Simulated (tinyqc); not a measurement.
# Changing the fingers N

Model: self-heating of a transistor with one or more fingers, with temperature-dependent conductivity. Computed by tinyqc, a small Python program. Command: `OMP_NUM_THREADS=1 python tinyqc.py 3007611 3007612 out.jsonl selfheat sweep`. One thread of a shared host (Intel(R) Xeon(R) Processor @ 2.30GHz), about 0.1 s of CPU time with the checks.

N long parallel fingers lie on the top face of a slab whose bottom is held at T_0; the top is otherwise insulated, and heat flows in two dimensions. P in W/mm is 1000 P in W/m.

Inputs (values chosen for the exercise, modelled on gallium arsenide):
```
quantity                                      value        unit
conductivity at the base temperature kappa_0   35.7     W/(m K)
exponent m in kappa ~ T^-m                     1.28           -
base temperature T_0                            358           K
power per gate width P                         0.83        W/mm
finger pitch s                                   24  micrometre
width of the heat source w                     0.12  micrometre
substrate thickness t                            92  micrometre
phonon free path Lambda                          61          nm
```

Power: fixed power.

Method:
- A line source of power P on the top face raises the top at distance x by (P/(pi kappa_0)) g(x), g(x) = -ln tanh(pi x/(4 t)) (the image sum for the slab). On a strip of width w the centre sees the mean of g over the strip, g_0 = 1 + ln(8 t/(pi w)) for w much below t.
- theta_i = (P/(pi kappa_0)) [g_0 + sum over j != i of g(|i - j| s)], with equal powers and constant conductivity; thermal resistance = largest theta/P.
- Kirchhoff transformation for kappa = kappa_0 (T/T_0)^-m: T = T_0 [1 - (m - 1) theta/T_0]^(-1/(m - 1)), where theta is the linear rise.
- The bracket vanishes at the power P T_0/((m - 1) theta).

One run for each value:
```
fingers N  thermal resistance (K mm/W)  true rise (K)  peak temperature (K)
1                                76.47          71.40                429.40
2                                90.73          86.67                444.67
3                               104.99         102.65                460.65
4                               113.42         112.45                470.45
6                               127.23         129.07                487.07
7                               132.60         135.74                493.74
8                               136.11         140.16                498.16
```

Give the missing row, fingers N = 5.

Computed row:
```
fingers N  thermal resistance (K mm/W)  true rise (K)  peak temperature (K)
5                               121.86         122.51                480.51
```

Interpolating between the two neighbouring rows (the first column on a logarithmic scale, the others too where they are positive) misses most in true rise (K), by 0.98 %. Over the rows, thermal resistance (K mm/W) rises from 76.5 to 136 (exponent d ln y / d ln x 0.25 between the first rows and 0.20 between the last); true rise (K) rises from 71.4 to 140 (exponent d ln y / d ln x 0.28 between the first rows and 0.24 between the last); peak temperature (K) rises from 429 to 498 (exponent d ln y / d ln x 0.050 between the first rows and 0.067 between the last). Each added finger heats the centre by g at its distance, which falls exponentially beyond the thickness, so the rise levels off only once the row of fingers is much wider than the thickness.

Caution (all rows): the source is narrower than two phonon free paths, so the Fourier result understates the rise at the source.

Extremes, crossings and ranges named in words are read from the listed rows.
